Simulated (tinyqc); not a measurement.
Valley splitting of a silicon quantum well in envelope theory, step by step. Values are carried at full precision from step to step, so a last printed digit may differ when a step is redone from the rounded ones.

Constants: hbar^2/2m0 = 3.80998211 eV angstrom^2; kB = 8.617333262e-05 eV/K.

Inputs chosen for the exercise (near those of a strained Si well in SiGe; shifted at random, so the results belong to these values and not to a real crystal):
```
symbol  value  unit      meaning
k0      0.828  2 pi/a    valley position
a       5.431  angstrom  lattice constant
ml      0.932  m0        mass along z
F       7.9    mV/nm     field pressing towards the upper interface
w       1      angstrom  interface width parameter
L       52     angstrom  well width
V0      0.22   eV        conduction offset
C0      0.264            Bloch overlap factor
Yb      0.32             Ge share of the barrier
Yw      0.05             Ge share of the well
ad      130    angstrom  dot radius
```

## Wave number and lengths

q = 2 k0 (2 pi/a), its wavelength, the field length (c/(ml e F))^(1/3) with c = hbar^2/2m0 and 1 mV/nm = 1e-4 eV/angstrom, and the damping factor y/sinh(y), y = pi q w, of a step smoothed as 1/(1 + exp(z/w)).

q = 1.9158 1/angstrom
wavelength = 3.280 angstrom
field length = 17.3 angstrom
damping factor = 0.0293

## The envelope

The well lies at 0 < z < L; U(z) = V0 [1/(1 + exp(z/w)) + 1/(1 + exp((L - z)/w))] - e F z, 1 mV/nm = 1e-4 eV/angstrom. The envelope psi solves -(c/ml) psi'' + U psi = E psi, c = hbar^2/2m0, by three-point differences on a grid of 0.1 angstrom from -40 to L + 40 angstrom. The two valleys at +/- k0 couple through D = C0 times the integral of exp(-i q z) U(z) psi^2, q = 2 k0 (2 pi/a), and split by Ev = 2|D|.

Two lowest levels, mean position, and psi^2 at both interfaces.

levels (meV): -11.23  24.99

<z> = 31.2 angstrom
psi^2 at z = 0 and L (1/angstrom): 0.000438  0.00356

The field makes psi^2 at the upper interface 8.14 times that at the lower one. The orbital spacing is 36.2 meV.

## Contributions to the coupling

Split D into the lower barrier, the upper barrier and the field term.

Parts of D (micro-eV):
```
part            real  imaginary   size
lower barrier  0.464      0.061  0.468
upper barrier  3.078      2.225  3.798
field term     0.016      0.016  0.023
```

## Valley splitting and phase

The inter-valley coupling D is the sum of the complex parts; Ev = 2|D|, the valley phase is arg D, and kB T equals Ev at T = Ev/kB.

Ev = 8.48 micro-eV
phase = 0.57 rad
T = 0.098 K

The upper barrier gives the largest part.

## Alloy disorder

Random alloy: with Y(z) = Yw + (Yb - Yw) B(z), B the bracket in U, and in-plane density exp(-r^2/ad^2)/(pi ad^2), D gains a random complex part of variance sigma^2 = (C0^2/pi)(a^2 V0/(8 ad (Yb - Yw)))^2 (4/a) times the integral of psi^4 Y (1 - Y). Alone it gives a mean splitting sqrt(pi) sigma; together with the smooth part the rms splitting is 2 sqrt(|D|^2 + sigma^2).

Give the integral, sigma, the mean splitting from disorder alone and the rms total.

integral = 0.00128 1/angstrom
sigma = 105.8 micro-eV
sqrt(pi) sigma = 187.5 micro-eV
rms splitting = 211.8 micro-eV

|D|/sigma = 0.04: disorder dominates, so the splitting scatters from dot to dot down to zero.

## Checks

- Lowest level for sharp walls and no field against the square well, meV: both 11.0.
- Size of one barrier part in that case against C0 V0 psi(0)^2/sqrt(q^2 + 4 kappa^2), micro-eV: both 48.

Computed by tinyqc, a small Python program: `OMP_NUM_THREADS=1 python tinyqc.py 1281462 1281463 out.jsonl` (the numbers bound the seed that draws the inputs); one thread of a shared host (Intel(R) Xeon(R) Processor @ 2.30GHz), about 0.1 s for the whole set of steps.
